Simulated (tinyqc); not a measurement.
# Energy and delay of logic against supply voltage: what changes with what

One expression serves below and above threshold: I(Vg) = Ik [ln(1 + exp((Vg - VT + dd V)/(al nf Vt)))]^al, with I_on = I(V) and I_off = I(0). Gate delay td = kd C V/I_on, clock period LD td. Per gate and cycle the switching energy is act C V^2 and the leakage energy I_off V LD td. No short-circuit current, no variation. Minima are sought above 0.09 V; below a few Vt gates no longer switch and the model has no meaning.

Inputs (values chosen for the exercise); values of the order met in logic technologies: temperature T = 250 K; threshold voltage at zero drain bias VT = 0.43 V; slope factor nf = 1.29; barrier lowering per volt of supply dd = 0.09; specific current of a gate Ik = 0.91 uA; exponent of the current law al = 1.52; load capacitance of a gate C = 1.4 fF; delay factor kd = 1; logic depth LD = 30; activity factor act = 0.3.

Constants: q = 1.602176634e-19 C, kB = 1.380649e-23 J/K, Vt = kB T/q. Results are converted to the units shown.

Each table varies one quantity; the others keep the values above.

## Energy and delay against supply voltage

EDP = energy times td.

Energy and delay against supply voltage:
```
V (V)  I_on (uA)  I_off (nA)  td (ps)  switching (aJ)  leakage (aJ)  energy (aJ)  EDP (fJ ps)
0.15    6.220e-5    2.820e-4  3.376e6           9.450         4.285        13.73      4.637e4
0.27    0.006689    4.160e-4  5.651e4           30.62        0.1904        30.81         1741
0.38      0.3403    5.940e-4     1563           60.65       0.01059        60.66        94.84
0.5        4.319    8.760e-4    162.1           105.0      0.002130        105.0        17.02
0.62       13.24    0.001292    65.55           161.4      0.001575        161.4        10.58
0.73       24.20    0.001845    42.23           223.8      0.001706        223.8        9.451
0.85       38.52    0.002721    30.89           303.4      0.002144        303.5        9.374
0.97       54.96    0.004013    24.71           395.2      0.002885        395.2        9.764
1.08       71.70    0.005730    21.09           489.9      0.003915        489.9        10.33
1.2        91.63    0.008451    18.34           604.8      0.005578        604.8        11.09
```

Read the table: what changes, and by how much?

td falls from 3.38e6 to 18.3 ps; the energy rises from 13.7 to 605 aJ and the EDP goes from 46400 through a minimum of 9.37 (at V = 0.85 V among the rows listed) to 11.1 fJ ps. The exact minima lie at V = 0.139 V for the energy and 0.800 V for the EDP. Going from 1.2 V to the energy minimum saves a factor of 44.5 in energy and costs a factor of 2.59e5 in delay.

## Optimum supplies against the activity factor

Same model as above.

V_min minimises the energy and V_EDP the product of energy and td.

Result of one run:
```
act  V_min (V)  energy at V_min (aJ)  leakage share (%)  clock at V_min (MHz)  V_EDP (V)  clock at V_EDP (GHz)
0.2     0.1556                 10.55              35.77               0.01184     0.7996                0.9599
```

What becomes of these results when the activity factor act is changed from 0.2 to 0.005, all else the same?

Result of the changed run:
```
act    V_min (V)  energy at V_min (aJ)  leakage share (%)  clock at V_min (MHz)  V_EDP (V)  clock at V_EDP (GHz)
0.005     0.2808                0.6929              20.36                0.8572     0.7997                0.9600
```

The whole series:
```
act    V_min (V)  energy at V_min (aJ)  leakage share (%)  clock at V_min (MHz)  V_EDP (V)  clock at V_EDP (GHz)
0.002     0.3098                0.3318              19.01                 2.324     0.7997                0.9601
0.005     0.2808                0.6929              20.36                0.8572     0.7997                0.9600
0.01      0.2586                 1.197              21.85                0.3962     0.7997                0.9599
0.02      0.2360                 2.045              23.77                0.1809     0.7996                0.9599
0.05      0.2053                 4.053              27.18               0.06288     0.7996                0.9599
0.1       0.1812                 6.635              30.75               0.02770     0.7996                0.9599
0.2       0.1556                 10.55              35.77               0.01184     0.7996                0.9599
0.5       0.1162                 18.12              47.86              0.003386     0.7996                0.9599
```

As act goes from 0.002 to 0.5, V_min falls from 0.310 to 0.116 V, the energy there rises from 0.332 to 18.1 aJ, the clock there falls from 2.32 to 0.00339 MHz and V_EDP stays near 0.800 V. act and LD enter V_min only through the ratio act/LD.

Numbers from tinyqc (`OMP_NUM_THREADS=1 python tinyqc.py 2082141 2082142 out.jsonl`; about 0.01 s on one thread of a shared Intel Xeon 2.30GHz).
